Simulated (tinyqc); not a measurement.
Changing the backscatter ratio eta: electron-beam lithography: double-Gaussian proximity function, edge placement and dose correction for parallel lines. Computed by tinyqc, a small Python program. Command: `OMP_NUM_THREADS=1 python tinyqc.py 3112313 3112314 out.jsonl proximity sweep`. One thread of a shared host (Intel(R) Xeon(R) Processor @ 2.30GHz), about 0.01 s of CPU time with the checks.

Lines are infinitely long. Absorbed energy is counted so that the middle of a very large area written at dose 1 receives 1; the resist develops where it exceeds 1/2.

Inputs (values chosen for the exercise, of the order of those for 50 keV electrons in resist on silicon):
```
quantity                              value               unit
forward range alpha                   0.022         micrometre
backscatter range beta                   10         micrometre
base dose D0                            260  microcoulomb/cm^2
width of the test line                 0.12         micrometre
pattern density around the test line   0.32                  -
```

line widths (micrometre): 0.057  0.052  13  7  5.2

gaps between the lines (micrometre): 0.056  0.091  0.14  4.3

Method:
- The first line starts at x = 0; each next one starts after the width and the gap.
- f(r) = [exp(-r^2/alpha^2)/alpha^2 + eta exp(-r^2/beta^2)/beta^2]/(pi (1 + eta)). A line from a to b at dose d gives E(x) = d [S(alpha) + eta S(beta)]/(1 + eta), S(s) = [erf((b - x)/s) - erf((a - x)/s)]/2.
- M_ij is the mean of E at the two edges of line i from line j at dose 1.
- Uncorrected edge energies are M 1. Solve M d = 1/2 for the doses d that put the mean edge energy of every line at the threshold.
- A test line of width w << beta in surroundings of density rho, all at dose d: near its edge E(x) = d [S + eta rho]/(1 + eta), S = [erf((b - x)/alpha) - erf((a - x)/alpha)]/2 for edges a and b, the second term being the background energy. Dose to size d_s = (1 + eta)/(erf(w/alpha) + 2 eta rho), dose = d_s D0; edge slope d [1 - exp(-w^2/alpha^2)]/(sqrt(pi) alpha (1 + eta)); width change per 1 % of dose = 2 x 0.01 x (1/2)/slope.

One run for each value:
```
backscatter ratio eta  largest over smallest dose  dose to size d_s  width change per 1 % of dose (nm)
0.1                                        1.0615            1.0338                            0.41490
0.3                                        1.1799            1.0906                            0.46481
0.5                                        1.2935            1.1364                            0.51472
0.7                                        1.4103            1.1740                            0.56463
0.9                                        1.5364            1.2056                            0.61455
1.1                                        1.6654            1.2324                            0.66446
1.3                                        1.7972            1.2555                            0.71437
1.5                                        1.9314            1.2755                            0.76428
1.7                                        2.0680            1.2931                            0.81419
```

Describe the trends.

Over the rows, largest over smallest dose rises from 1.06 to 2.07 (exponent d ln y / d ln x 0.096 between the first rows and 0.55 between the last); dose to size d_s rises from 1.03 to 1.29 (exponent d ln y / d ln x 0.049 between the first rows and 0.11 between the last); width change per 1 % of dose (nm) rises from 0.415 to 0.814 (exponent d ln y / d ln x 0.10 between the first rows and 0.51 between the last).

Extremes, crossings and ranges named in words are read from the listed rows.
